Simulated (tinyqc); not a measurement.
# Bias-temperature instability, empirical power law with universal recovery: effects of single changes

Threshold-voltage shift at the end of a stress: dV = A (V/V0)^g exp[-(Ea q/kB)(1/T - 1/T0)] (t/1 s)^n. After a delay tr the permanent share pp stays and the rest falls by r = 1/(1 + B (tr/t)^be). An empirical model: its parameters are fits, not properties.

Values chosen for this exercise: reference stress voltage V0 = 1.8 V; reference temperature T0 = 373 K; shift after 1 s at V0 and T0 A = 8.6 mV; time exponent n = 0.18; voltage exponent g = 5.2; apparent activation energy of the shift Ea = 0.12 eV; permanent share pp = 0.37; recovery scale B = 5.6; recovery dispersion be = 0.11; use voltage V = 0.8 V; use temperature T = 358 K; failure criterion dc = 30 mV; stress time ts = 1000 s.

Constants: q = 1.602176634e-19 C, kB = 1.380649e-23 J/K. Results are converted to the units shown.

Each table varies one quantity; the others keep the values above.

## Recovery after a stress

At V0 and T0 after the stress time ts.

Results:
```
tr (s)      tr/ts  share left  shift (mV)
0.00082  8.200e-7      0.6565       19.58
0.16     1.600e-4      0.5706       17.01
2.3      0.002300      0.5328       15.89
33        0.03300      0.5000       14.91
460        0.4600      0.4726       14.09
6500        6.500      0.4499       13.42
92000       92.00      0.4317       12.87
```

Estimate the missing row, tr = 0.012 s.

Computed row:
```
tr (s)     tr/ts  share left  shift (mV)
0.012   1.200e-5      0.6114       18.23
```

With this row back in the table: The shift falls from 19.6 to 12.9 mV over 8.0 decades of time, towards the permanent 11.0 mV. Half of the recoverable part is gone at tr/ts = B^(-1/be) = 1.58e-7.

## Effect of the measurement delay

Same model as above.

At V0 and T0. The apparent n comes from the measured shifts at ts/100 and ts, and the projection extends that line from ts to ten years (3.15576e8 s).

The same in every row: true shift (mV) = 291.3.

Result of one run:
```
tr (s)  share left at ts  apparent n  projected shift (mV)
0.1               0.5777      0.2054                 232.0
```

What becomes of these results when the delay before the measurement tr is changed from 0.1 to 0.01 s, all else the same?

Result of the changed run:
```
tr (s)  share left at ts  apparent n  projected shift (mV)
0.01              0.6143      0.2064                 249.9
```

The whole series:
```
tr (s)  share left at ts  apparent n  projected shift (mV)
1e-6              0.7705      0.2030                 300.5
1e-5              0.7324      0.2049                 292.4
0.0001            0.6929      0.2061                 281.0
0.001             0.6531      0.2066                 266.6
0.01              0.6143      0.2064                 249.9
0.1               0.5777      0.2054                 232.0
1                 0.5441      0.2037                 213.9
10                0.5140      0.2016                 196.7
```

The share left falls from 0.770 to 0.514 and the apparent n goes from 0.203 through a maximum of 0.207 (at tr = 0.001 s among the rows listed) to 0.202. The projection is 3.2 % above the true ten-year shift in the first row and 32 % below it in the last: a lower start and a steeper slope work against each other.

## Effect of the time exponent at a fixed measured point

Same model as above.

The lifetime solves dV = dc; ten years are 3.15576e8 s. A is rescaled so that the shift at ts, V0 and T0 stays the same.

Results:
```
nx     A (mV)  shift after ten years (mV)  lifetime (years)
0.1     14.95                       1.334          3.311e14
0.125   12.57                       1.831          5.202e10
0.15    10.58                       2.512           1.515e8
0.175   8.902                       3.448           2.338e6
0.2     7.490                       4.732           1.024e5
0.225   6.302                       6.494              8991
0.25    5.303                       8.912              1284
0.3     3.754                       16.79             69.28
```

Estimate the missing row, nx = 0.275.

Computed row:
```
nx     A (mV)  shift after ten years (mV)  lifetime (years)
0.275   4.462                       12.23             261.2
```

With this row back in the table: The ten-year shift rises from 1.33 to 16.8 mV and the lifetime falls from 3.31e14 to 69.3 years: an error of 0.025 in the exponent changes the shift by a factor of 1.37 over the 5.50 decades from ts to ten years. For nx = 0.1, 0.125, 0.15, 0.175, 0.2, 0.225, 0.25 the lifetime is a formal extrapolation far beyond any test.

Computed by the program tinyqc: `OMP_NUM_THREADS=1 python tinyqc.py 2070031 2070032 out.jsonl`, one thread of a shared Intel Xeon 2.30GHz, about 0.01 s for the whole run.
